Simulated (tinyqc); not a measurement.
Inside a calculation: Kronig-Penney superlattice by transfer matrices. Values are carried at full precision from step to step, so a last printed digit may differ when a step is redone from the rounded ones.

Wells (width a, potential 0, mass mw) alternate with barriers (width b, height V0, mass mb); period d = a + b; c = hbar^2/2m0. The vector (psi, psi'/m) is continuous, and a layer of thickness t carries it by M = [[cos kt, (m/k) sin kt], [-(k/m) sin kt, cos kt]] with k = sqrt(m (E - V)/c); for E < V, k = i kappa gives [[cosh, (m/kappa) sinh], [(kappa/m) sinh, cosh]] of kappa t. A Bloch state obeys cos(q d) = tr(Mb Mw)/2.

Constants: hbar^2/2m0 = 3.80998211 eV angstrom^2; hbar = 6.58211957e-16 eV s.

Inputs chosen for the exercise (near those of an InGaAs superlattice with barriers of InP; not measured data):
```
symbol  value   unit      meaning
a       157     angstrom  well width
b       14      angstrom  barrier width
V0      0.236   eV        barrier height
mw      0.0407  m0        mass in the wells
mb      0.0831  m0        mass in the barriers
E       0.022   eV        trial energy
F       10      kV/cm     field along the axis
```

## Layer matrices at one energy

Form the matrix of the well and of the barrier at E.

k in the well = 0.01533 1/angstrom
kappa in the barrier = 0.06832 1/angstrom

Mw (angstrom units):
```
,1,2
1,-0.74199,1.7799
2,-0.25252,-0.74199
```

Mb (angstrom units):
```
,1,2
1,1.4934,1.3491
2,0.91186,1.4934
```

## The matrix of one period

Multiply M = Mb Mw and take half the trace. If its size is at most 1, E lies in a miniband and q d = arccos(tr M/2); otherwise the state decays by exp(-arccosh|tr M/2|) a period.

M:
```
,1,2
1,-1.4487,1.6570
2,-1.0537,0.51490
```

tr M/2 = -0.4669
q d in a band, or the decay exponent in a gap = 2.057

E lies in a miniband; det M = 1.0000, as for any such product.

## Miniband edges

The edges are the energies where tr M/2 = +1 (q = 0) or -1 (q = pi/d); the first three minibands.

Minibands:
```
band,bottom (eV),top (eV),width (meV)
1,0.0129,0.0275,14.6
2,0.0618,0.1109,49.1
3,0.1624,0.2519,89.5
```

2 minibands of these lie wholly below V0. The first gap is 34.2 meV wide; the single well of width a has E1 = 0.0203 eV, inside the first miniband.

## Dispersion along the axis

Solve tr M/2 = cos(q d) inside each miniband at q d/pi = 0, 1/6, ..., 1. The cosine form is E_bottom + (W/2)(1 - cos q d) with the true width W.

Energies (eV):
```
q d/pi,band 1,cosine form,band 2
0.000,0.0129,0.0129,0.1109
0.167,0.0136,0.0139,0.1057
0.333,0.0155,0.0166,0.0948
0.500,0.0185,0.0202,0.0831
0.667,0.0223,0.0239,0.0726
0.833,0.0259,0.0266,0.0648
1.000,0.0275,0.0275,0.0618
```

The cosine form, which holds for hopping between neighbouring wells alone, misses band 1 by at most 1.7 meV, 12 % of its width.

## Mass along the axis

With f(E) = tr M/2, 1 - (q d)^2/2 = 1 + f'(E_bottom)(E - E_bottom) gives m_z = -2 c f'/d^2 (f' by a central difference of 1e-6 eV at the bottom of band 1). The cosine form gives 4 c/(W d^2), W the width of band 1 between tr M/2 = +1 and -1.

f' = -209.0 1/eV
m_z = 0.05446 m0
m_z of the cosine form = 0.03563 m0
W = 14.63 meV

The mass along the axis is 1.34 times mw.

## In a field along the axis

One-band picture: ladder spacing e F d, Bloch frequency e F d/(2 pi hbar), and extent W/(e F) of a Stark state, with W the width of band 1; 1 kV/cm = 1e-5 V/angstrom.

e F d = 17.100 meV
Bloch frequency = 4.135 THz
W/(e F d) = 0.86 periods

The state is confined to about one period: the miniband has broken into a ladder of single-well levels.

## Checks

- Bottom of band 1 from 121 plane waves (the mass step taken by inverting the matrix of m) against the transfer matrix, eV: both 0.0129.

tinyqc: `OMP_NUM_THREADS=1 python tinyqc.py 1282294 1282295 out.jsonl`; about 0.06 s, one thread, shared Intel(R) Xeon(R) Processor @ 2.30GHz.
